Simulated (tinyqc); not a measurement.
Ion implantation: universal nuclear stopping, Lindhard-Scharff electronic stopping and a Gaussian range profile: one step, computed by the program tinyqc. Command: `OMP_NUM_THREADS=1 python tinyqc.py 3013856 3013857 out.jsonl implant walk`. One thread of a shared host (Intel(R) Xeon(R) Processor @ 2.30GHz), about 0.05 s of CPU time with the checks.

An ion slows by elastic collisions with screened nuclei and by friction with electrons; channelling is ignored and the target is uniform.

Question. Gaussian profile. C(x) = C_p exp(-(x - R_p)^2/(2 dR_p^2)) with C_p = Q/(sqrt(2 pi) dR_p), 1 nm = 1e-7 cm; the profile falls to the background at x_j = R_p + dR_p sqrt(2 ln(C_p/C_B)); the peak atomic fraction is C_p/N.

Inputs (values chosen for the exercise, modelled on fluorine ions in germanium):
```
quantity,value,unit
ion mass M1,19,u
target mass M2,72.63,u
target density N,44.2,1/nm^3
dose Q,8.5e+14,1/cm^2
background C_B,1.7e+15,1/cm^3
```

straggle dR_p = 2.784492 nm

projected range R_p = 10.30244 nm

Give: peak concentration C_p; depth x_j where C falls to C_B; peak atomic fraction.

Answer.

peak concentration C_p = 1.218e+21 1/cm^3

Depth x_j where C falls to C_B = 24.76 nm

peak atomic fraction = 0.02755

Caution: the estimates of R_p and dR_p assume mainly nuclear stopping and an ion not much lighter than the target; here they are rough, and for light ions in heavy targets the straggle can be low by a factor of two or more.
